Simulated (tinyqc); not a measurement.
Electroplating on a thin resistive seed layer: kinetics, Wagner number and the terminal effect across a wafer: one step, computed by the program tinyqc.

Current enters the seed at the rim. The bath is treated as a local resistance per area (no lateral flow in the liquid), two electrons per ion, molar volume 7.11 cm^3/mol, Faraday constant F = e N_A, kinematic viscosity 0.01 cm^2/s, omega = 2 pi x rpm/60; k_B T/e is in volts.

Problem. Linear estimate of the terminal effect. Linearised: with R_t = kinetic + bath resistance the current density obeys (1/r)(r i')' = i R_s/R_t, so i = A I_0(r/l), l = sqrt(R_t/R_s); with x = R/l, edge/centre = I_0(x) and edge/mean = x I_0(x)/(2 I_1(x)). Voltage drop in the seed for a uniform current: i R_s R^2/4.

Inputs (values chosen for the exercise, of the order of those for copper plating on a thin cobalt or ruthenium seed): wafer radius R = 7.5 cm; mean current density = 2.2 mA/cm^2; temperature T = 298 K.

kinetic resistance = 25.37515 ohm cm^2

bath resistance R_b = 29.6875 ohm cm^2

sheet resistance R_s = 2.727273 ohm/square

Give: length l; x = R/l; edge over centre, linear; edge over mean, linear; drop for uniform current.

Solution.

length l = 4.4933 cm

x = R/l = 1.6692

edge over centre, linear = 1.8276

edge over mean, linear = 1.3138

drop for uniform current = 84.375 mV
